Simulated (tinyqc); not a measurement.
Inside a calculation. Model: equation-of-state fits to an energy-volume table made by a known binding curve. Computed by tinyqc, a small Python program that keeps every step. Command: `OMP_NUM_THREADS=1 python tinyqc.py 3016360 3016361 out.jsonl eosfit walk`. One thread of a shared host (Intel(R) Xeon(R) Processor @ 2.30GHz), about 0.02 s of CPU time with the checks. Intermediate numbers are printed to about 5 digits and carried at full precision; extremes and crossings named in words are read from the listed rows.

With x = (V/V_0)^(1/3), the energy per atom is E = -D [1 + eta (x - 1)] exp(-eta (x - 1)), so that B0 = D eta^2/(9 V_0) and B' = 1 + 2 eta/3. B' = dB/dP at P = 0.

Inputs (values chosen for the exercise, for a model crystal):

| quantity | value | unit |
|---|---|---|
| cohesive energy D | 2.34 | eV/atom |
| true volume V_0 | 35.1 | angstrom^3/atom |
| stiffness eta | 6.51 | - |
| half-width of the volume window w | 0.2 | - |
| shift of the window centre s | 0.028 | - |
| points N | 9 | - |
| compression V/V_0 for the pressure test | 0.8 | - |
| noise amplitude | 0.021 | meV |

Binding curve: universal binding. Noise: added.

Constants: 1 eV/angstrom^3 = 160.2176634 GPa.

## Exact values of the curve

B0 and B' from the formulas above; P = -dE/dV at V = c V_0 (c the compression chosen), from the curve itself.

exact B0 = 50.297 GPa

exact B' = 5.34

exact pressure at c V_0 = 20.014 GPa

## Energy-volume table

numbers xi_j, drawn evenly from -1 to 1: 0.7191  -0.9214  0.2960  -0.0805  0.6656  -0.7611  -0.8791  0.5038  -0.4610

Table: V_j = V_0 [1 + s + w (2 j/(N - 1) - 1)], j = 0..N-1, rounded to 0.001; E_j from the curve plus the noise amplitude times the listed numbers xi_j (xi_0 first), rounded to 1e-7 eV.

Table:

| V (angstrom^3) | E (eV) |
|---|---|
| 29.063 | -2.0987588 |
| 30.818 | -2.2324196 |
| 32.573 | -2.3065877 |
| 34.328 | -2.3372085 |
| 36.083 | -2.3359105 |
| 37.838 | -2.3114419 |
| 39.593 | -2.2702154 |
| 41.348 | -2.2170968 |
| 43.103 | -2.1558357 |

## Birch-Murnaghan fit

Third-order Birch-Murnaghan is a cubic in u = V^(-2/3): fit it by linear least squares, find the minimum, and take B0 = V E''(V), B' = -1 - V E'''/E'' there.

fitted E0 = -2.3398 eV

fitted V0 = 35.100 angstrom^3

fitted B0 = 49.925 GPa

fitted B' = 5.3455

root-mean-square residual = 0.14422 meV

Against the exact curve V0 is off by 0.000 %, B0 by -0.74 % and B' by +0.1 %.

## Errors of the Birch-Murnaghan fit

Errors are fitted minus exact, relative; the pressure at c V_0 uses P = (3 B0/2) (x^7 - x^5) [1 + (3/4)(B' - 4)(x^2 - 1)], x = (V0/V)^(1/3) with the fitted values.

error of B0 = -0.73876 %

error of B' = 0.10329 %

fitted pressure at c V_0 = 20.243 GPa

error of that pressure = 1.1429 %

## Vinet fit by Gauss-Newton steps

Vinet: E = E0 + (9 B0 V0/h^2) {1 + [h (1 - x) - 1] exp(h (1 - x))}, P = 3 B0 (1 - x) x^-2 exp(h (1 - x)), x = (V/V0)^(1/3), h = (3/2)(B' - 1). Gauss-Newton steps on (E0, V0, B0, B'): solve J d = r by least squares, r the residuals and J their derivatives (central differences, relative step 1e-5); start from the parabola fit in V with B' = 4; stop when all relative changes are below 1e-7.

Iterations:

| step | E0 (eV) | V0 (angstrom^3) | B0 (GPa) | B' | rms residual (meV) |
|---|---|---|---|---|---|
| 0 | -2.3389 | 36.177 | 49.223 | 4.0000 | 3.5607e+01 |
| 1 | -2.3352 | 35.143 | 48.428 | 5.3031 | 3.2499e+00 |
| 2 | -2.3400 | 35.098 | 50.295 | 5.3421 | 5.7038e-02 |
| 3 | -2.3400 | 35.100 | 50.298 | 5.3408 | 1.2672e-02 |
| 4 | -2.3400 | 35.100 | 50.298 | 5.3408 | 1.2672e-02 |

B0, Vinet = 50.298 GPa

B', Vinet = 5.3408

## Five forms on the same table

Murnaghan: E = E0 + (B0 V/B') [(V0/V)^B'/(B' - 1) + 1] - B0 V0/(B' - 1), P = (B0/B') [(V0/V)^B' - 1]. Birch-Murnaghan: E = E0 + (9 V0 B0/16) [y^3 B' + y^2 (2 - 4 y)], y = (V0/V)^(2/3) - 1; P = (3 B0/2) (x^7 - x^5) [1 + (3/4)(B' - 4)(x^2 - 1)], x = (V0/V)^(1/3). All are least-squares fits to the energies; for polynomials in V, B0 = V E'' and B' = -1 - V E'''/E'' at the minimum.

Fitted values:

| form | V0 (angstrom^3) | B0 (GPa) | B' | P at c V_0 (GPa) |
|---|---|---|---|---|
| exact | 35.100 | 50.297 | 5.3400 | 20.014 |
| parabola in V | 36.177 | 49.223 | -1.0000 | - |
| cubic in V | 35.176 | 55.556 | 4.3714 | - |
| Murnaghan | 35.104 | 48.768 | 5.3327 | 20.932 |
| Birch-Murnaghan | 35.100 | 49.925 | 5.3455 | 20.243 |
| Vinet | 35.100 | 50.298 | 5.3408 | 20.016 |

In B0 the Vinet form comes closest (0.00 %) and the cubic in V form misses most (+10.46 %). A parabola in V has no third derivative, so its B' is -1 by construction. At c V_0, beyond the window, the pressure errors are Murnaghan +4.6 %, Birch-Murnaghan +1.1 %, Vinet 0.0 %; Murnaghan keeps B linear in P and so runs too stiff under compression.

## The width of the window

The table is made anew for each w.

Errors (%):

| w | B0, parabola | B0, cubic | B0, Murnaghan | B0, Birch-Murnaghan | B0, Vinet | B', Birch-Murnaghan |
|---|---|---|---|---|---|---|
| 0.03 | -16.216 | -0.638 | 0.768 | 0.504 | 0.447 | 3.713 |
| 0.05 | -15.716 | -0.487 | 0.254 | 0.139 | 0.109 | 1.677 |
| 0.08 | -14.383 | 0.510 | -0.194 | -0.018 | 0.030 | 1.132 |
| 0.12 | -11.576 | 2.733 | -0.935 | -0.201 | 0.010 | 0.821 |
| 0.16 | -7.531 | 6.003 | -1.895 | -0.437 | 0.004 | 0.499 |
| 0.22 | 1.119 | 13.189 | -3.664 | -0.915 | 0.001 | -0.129 |

The Birch-Murnaghan error of B0 is smallest among these at w = 0.08 (0.018 % in size); it is 0.504 % at the narrowest and 0.915 % at the widest. A narrow window magnifies the noise, since the energy range shrinks as w^2, and a wide one exposes the form. The Vinet form is the binding curve itself here, so its error comes from noise and rounding alone. At the widest window the errors of B0 are +1.1 % for the parabola and +13.2 % for the cubic in V.

Checks made by the program: nonlinear Birch-Murnaghan fit against the linear one (relative difference below 1e-10).
